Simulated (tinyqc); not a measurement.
From results back to parameters: Koster-Slater impurity in an sp3s* host.

Problem. In the Koster-Slater model a defect shifts the s level of its site by Vs and the p levels by Vp; an A1 level solves 1/Vs = G_s(E) and a T2 level 1/Vp = G_p(E), E from the top of the valence band. A defect has an A1 level at E = 0.0983 eV, one of the energies of the table, and a T2 level at 0.6879 eV.

G(E) of the host (1/eV):
```
E (eV)         G_s         G_p
0.0000  -0.1386914   0.0196639
0.0983  -0.1603238  -0.0078025
0.1965  -0.1863175  -0.0317682
0.2948  -0.2184253  -0.0559867
0.3931  -0.2595119  -0.0826552
0.4914  -0.3146907  -0.1143833
0.5896  -0.3943476  -0.1557788
0.6879  -0.5247800  -0.2179248
0.7862  -0.8226427  -0.3464885
```

Find: Vs, Vp.

Solution. Read G_s and G_p at the two energies and invert them. Vs is attractive and pulls its level down from the conduction bands. Vp is attractive and pulls its level down from the conduction bands.

Vs, Vp (eV): -6.2  -4.6

Run: tinyqc, `OMP_NUM_THREADS=1 python tinyqc.py 1450053 1450054 out.jsonl`; Intel(R) Xeon(R) Processor @ 2.30GHz, one thread, shared host; about 0.08 s of CPU time with all checks.
